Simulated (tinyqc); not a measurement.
Field emission through a triangular barrier, exact transmission by Airy functions: exact and WKB transmission against energy.

The left lead has its band edge at 0; for x > 0 the edge falls without end, U(x) = U0 - F x, with mass m1. No transverse momentum; C = hbar^2/(2 m0); psi and psi'/m are continuous at x = 0. The outgoing solution is Bi(z) + i Ai(z).

Energy scale e = (C F^2/m1)^(1/3), z(x) = (U(x) - E)/e, s = (dz/dx)/m1 = -F/(e m1); v = k/m in a lead. With the Airy functions at z = z(0): g = s (Bi' + i Ai')/(Bi + i Ai), r = (i vL - g)/(i vL + g), T(E) = 1 - |r|^2 = 4 vL Im(g)/|i vL + g|^2, vL = sqrt(mL E/C)/mL. WKB: exp(-S), S = (4/(3 F)) sqrt(m1/C) [max(U0 - E, 0)^1.5]. For large z the ratio tends to c = 4 g0/(1 + g0^2), g0 = K/(m1 vL), K = sqrt(m1 (U0 - E)/C).

Values chosen for this exercise; U0 - E and the mass are of the order of those of silicon dioxide on silicon: mass in the left lead mL = 0.26 m0; barrier edge at x = 0 U0 = 3.04 eV; mass in the barrier m1 = 0.51 m0; field in the barrier F = 5.2 V/nm.

Constants: q = 1.602176634e-19 C, hbar = 1.054571817e-34 J s, m0 = 9.1093837015e-31 kg, hbar^2/(2 m0) = 0.0380998212 eV nm^2. Results are converted to the units shown.

Exact and WKB transmission against energy:
```
E (eV)     z(0)  T(E), exact   exp(-S)    ratio        c
0.152    2.2846     0.012758  0.010010   1.2746   1.1650
0.494    2.0141     0.041610  0.022125   1.8807   1.7874
0.836    1.7435     0.091228  0.046441   1.9644   1.9783
1.178    1.4730      0.16749  0.092220   1.8162   1.9884
1.52     1.2024      0.26762   0.17239   1.5525   1.8917
1.862   0.93188      0.37956   0.30136   1.2595   1.7177
2.204   0.66133      0.48803   0.48817  0.99971   1.4739
2.546   0.39079      0.58221   0.72200  0.80637   1.1448
2.888   0.12024      0.65823   0.94592  0.69586  0.63810
```

What does the comparison show?

The exact T(E) rises from 0.0128 to 0.658, and the ratio to WKB goes from 1.27 through a maximum of 1.96 (at E = 0.836 eV among the rows listed) to 0.696. At the largest z (2.28) the ratio is 9.4 % above c, at the smallest (0.120) 9.1 % above it. In every row the field exceeds 10 MV/cm (up to 52.0), more than most dielectrics sustain; the model ignores breakdown.

Range of the model: Masses are held fixed, although real bands cease to be parabolic a few tenths of an eV from their edges.

Computed by the program tinyqc: `OMP_NUM_THREADS=1 python tinyqc.py 2580121 2580122 out.jsonl`, one thread of a shared Intel Xeon 2.30GHz, about 0.01 s for the whole run.
